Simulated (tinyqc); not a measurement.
# One-sided p+-n junction, ionisation integral and breakdown: two studies

A p+ layer at x < 0 and an n drift layer from x = 0. Depletion approximation, built-in voltage neglected. Local ionisation coefficients alpha_n = an exp(-(bn/E)^mx), alpha_p = ap exp(-(bp/E)^mx). Electrons move towards +x, holes towards x = 0.

Parameters, values chosen for the exercise; material values close to those of indium phosphide:
- eps_r = 12.4 (relative permittivity)
- an = 1.1e7 1/cm (prefactor of the electron ionisation coefficient)
- bn = 3.05e6 V/cm (field constant for electrons)
- ap = 4.85e6 1/cm (prefactor of the hole ionisation coefficient)
- bp = 2.46e6 V/cm (field constant for holes)
- mx = 1 (exponent)
- mu = 5280 cm^2/(V s) (electron mobility of the drift layer)
- N = 9.1e16 cm^-3 (donor density of the drift layer)

Constants: q = 1.602176634e-19 C, eps0 = 8.8541878128e-14 F/cm where lengths are in cm. Results are converted to the units shown.

Each table varies one quantity; the others keep the values above.

## Multiplication against voltage

W = sqrt(2 eps0 eps_r V/(q N)), peak field E0 = q N W/(eps0 eps_r), falling linearly to 0 at W. G(x) = integral from 0 to x of (alpha_n - alpha_p); I_n = integral of alpha_n exp(-G) (electrons injected at x = 0), I_p = integral of alpha_p exp(G(end) - G) (holes injected at the far edge); M = 1/(1 - I). Integrals on a fine grid; BV is where I_n = 1. Here BV = 16.9273 V; the Miller exponent is n = ln(1 - 1/M)/ln(V/BV).

Multiplication against voltage:

| V (V) | E0 (kV/cm) | I_n | I_p | M_n | M_p | Miller n, electrons | Miller n, holes |
|---|---|---|---|---|---|---|---|
| 6.77 | 424 | 0.0297 | 0.0607 | 1.03 | 1.06 | 3.84 | 3.06 |
| 8.46 | 474 | 0.0785 | 0.134 | 1.09 | 1.15 | 3.67 | 2.90 |
| 10.2 | 520 | 0.167 | 0.246 | 1.20 | 1.33 | 3.53 | 2.77 |
| 11.8 | 560 | 0.291 | 0.380 | 1.41 | 1.61 | 3.42 | 2.68 |
| 13.5 | 599 | 0.472 | 0.555 | 1.89 | 2.25 | 3.32 | 2.60 |
| 14.6 | 623 | 0.618 | 0.685 | 2.62 | 3.18 | 3.25 | 2.56 |
| 15.6 | 644 | 0.770 | 0.814 | 4.35 | 5.37 | 3.20 | 2.52 |
| 16.3 | 658 | 0.888 | 0.910 | 8.90 | 11.1 | 3.16 | 2.50 |
| 16.7 | 666 | 0.958 | 0.967 | 24.1 | 30.2 | 3.14 | 2.49 |

M_n rises from 1.031 to 24.1 and M_p from 1.065 to 30.2; both diverge at BV. The Miller exponent for electrons falls from 3.84 to 3.14 and that for holes falls from 3.06 to 2.49, so one exponent describes neither over the whole range. The larger multiplication belongs to holes, whose coefficient at the peak field of the last row is 1.07 times the other.

## Effect of the drift doping

Same model as above.

Specific on-resistance Ron = W/(q mu N) with constant mobility and full ionisation.

Result of one run:

| N (cm^-3) | BV (V) | E0 at BV (kV/cm) | W at BV (um) | Ron (mohm cm^2) | BV^2/Ron (MW/cm^2) | eps0 eps_r mu E0^3/4 (MW/cm^2) |
|---|---|---|---|---|---|---|
| 7.3e17 | 4.80 | 1.01e3 | 0.0949 | 1.54e-5 | 1.50e3 | 1.50e3 |

What becomes of these results when the donor density of the drift layer N is changed from 7.3e17 to 1.5e16 cm^-3, all else the same?

Result of the changed run:

| N (cm^-3) | BV (V) | E0 at BV (kV/cm) | W at BV (um) | Ron (mohm cm^2) | BV^2/Ron (MW/cm^2) | eps0 eps_r mu E0^3/4 (MW/cm^2) |
|---|---|---|---|---|---|---|
| 1.5e16 | 58.8 | 507 | 2.32 | 0.0183 | 189 | 189 |

The whole series:

| N (cm^-3) | BV (V) | E0 at BV (kV/cm) | W at BV (um) | Ron (mohm cm^2) | BV^2/Ron (MW/cm^2) | eps0 eps_r mu E0^3/4 (MW/cm^2) |
|---|---|---|---|---|---|---|
| 7.6e15 | 96.6 | 463 | 4.17 | 0.0649 | 144 | 144 |
| 1.5e16 | 58.8 | 507 | 2.32 | 0.0183 | 189 | 189 |
| 2.8e16 | 37.7 | 555 | 1.36 | 0.00574 | 248 | 248 |
| 5.4e16 | 24.0 | 615 | 0.780 | 0.00171 | 337 | 337 |
| 1e17 | 15.9 | 681 | 0.467 | 5.52e-4 | 459 | 459 |
| 2e17 | 10.2 | 773 | 0.265 | 1.56e-4 | 669 | 669 |
| 3.8e17 | 6.94 | 877 | 0.158 | 4.92e-5 | 979 | 979 |
| 7.3e17 | 4.80 | 1.01e3 | 0.0949 | 1.54e-5 | 1.50e3 | 1.50e3 |

BV falls from 96.6 to 4.80 V while the critical field rises from 463 to 1010 kV/cm. BV goes as N^(-0.73) between the first two rows and N^(-0.57) between the last two (a coefficient proportional to E^7 gives -0.75 without punch-through). Ron goes as BV^(2.78) over the table; the last two columns agree since BV = E0 W/2 and N = eps0 eps_r E0/(q W). For N = 5.4e16, 1e17, 2e17, 3.8e17, 7.3e17 the layer is under 0.5 um wide or BV under 34 V, so dead space, tunnelling and the built-in voltage, all left out, matter.

tinyqc, about 0.03 s, one thread, Intel Xeon 2.30GHz (shared host): `OMP_NUM_THREADS=1 python tinyqc.py 2120119 2120120 out.jsonl`
